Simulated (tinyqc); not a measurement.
Strain-driven roughening and islands of a mismatched epitaxial film: one step, computed by the program tinyqc. Command: `OMP_NUM_THREADS=1 python tinyqc.py 3000831 3000832 out.jsonl island walk`. One thread of a shared host (Intel(R) Xeon(R) Processor @ 2.30GHz), about 0.01 s of CPU time with the checks.

Film and substrate share isotropic elastic constants; the film is coherent and biaxially strained.

Task: Asaro-Tiller-Grinfeld instability. A ripple A cos(k x) has the surface chemical potential per volume [gamma k^2 - 2 (1 + nu) w k] A cos(k x), so k_c = 2 (1 + nu) w/gamma. With surface diffusion the amplitude grows at the rate q = B k^2 [2 (1 + nu) w k - gamma k^2], fastest at k_m = (3/4) k_c. B is the surface mobility.

Inputs (values chosen for the exercise, modelled on GaN on AlN): Poisson ratio nu = 0.22; surface energy gamma = 1.76 J/m^2; surface mobility D_s nu_s Omega^2/(k_B T) = 1e-33 m^6/(J s).

Transport: surface diffusion.

energy density w = 230.8766 MJ/m^3

Give: k_c; critical wavelength; fastest wavelength; growth time 1/q at k_m.

Result:

k_c = 0.3201 1/nm

critical wavelength = 19.63 nm

fastest wavelength = 26.17 nm

growth time 1/q at k_m = 0.5133 s
